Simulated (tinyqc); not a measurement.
From results back to parameters: Boltzmann transport in a parabolic band with a power-law relaxation time. Two cases, with inputs chosen for the exercise.

Problem. The Seebeck coefficient and the Hall density nH = n/rH are given; md is hidden (a Pisarenko analysis).

F_j(eta) = (1/Gamma(j + 1)) integral_0^infinity x^j dx/(1 + exp(x - eta)), which tends to exp(eta) for eta << 0.

n = N F_1/2(eta) with N = 2 (m kB T/(4 pi c))^(3/2) with c = hbar^2/2m0, in 1/angstrom^3; times 1e24 for 1/cm^3, m = md.

tau = tau0 x^r with x = E/kT. With K_j = Gamma(j + 1) F_j(eta): <tau> = tau0 (r + 3/2) K_(r+1/2)/((3/2) K_(1/2)); mu = <tau>/(mc m0/e), m0/e = 5.685630e-12 kg/C; Hall factor rH = (3/2) K_(1/2) (2r + 3/2) K_(2r+1/2)/((r + 3/2) K_(r+1/2))^2; Seebeck S = -(kB/e) [(r + 5/2) K_(r+3/2)/((r + 3/2) K_(r+1/2)) - eta]; Lorenz number L = (kB/e)^2 [(r + 7/2) K_(r+5/2)/((r + 3/2) K_(r+1/2)) - ((r + 5/2) K_(r+3/2)/((r + 3/2) K_(r+1/2)))^2]; kB/e in V/K. Valley anisotropy is left out of rH.

Constants: hbar^2/2m0 = 3.80998211 eV angstrom^2; kB = 8.617333262e-05 eV/K.

Find: eta; rH; n; md.

Method. S depends on eta alone and |S| falls steadily with it; eta gives rH and so n, and N = n/F_1/2(eta) gives md from N proportional to md^(3/2).

Case 1.

Values chosen (out of a larger set: masses near those of SiC; tau0 is set for a mobility of the usual size at this n, kL is a free input; freeze-out and phonon drag, which matter near 77 K, are left out; not measured data): r = -0.5 (exponent of tau); T = 300 K.

S = -119.818 microvolt/K
nH = 4.1561e+19 1/cm^3

Solution.

eta = 1.78
rH = 1.083
n = 4.5e+19 1/cm^3
md = 0.800 m0

Case 2.

Values chosen (out of a larger set: masses near those of Ge; tau0 is set for a mobility of the usual size at this n, kL is a free input; freeze-out and phonon drag, which matter near 77 K, are left out; not measured data): r = 1.5 (exponent of tau); T = 200 K.

S = -669.256 microvolt/K
nH = 6.7488e+16 1/cm^3

Solution.

eta = -3.76
rH = 1.926
n = 1.3e+17 1/cm^3
md = 0.554 m0

Computed by tinyqc, one run a case: `OMP_NUM_THREADS=1 python tinyqc.py N N+1 out.jsonl` with N = 1681112, 1681128; one thread of a shared Intel(R) Xeon(R) Processor @ 2.30GHz, about 0.01 s a run at most.
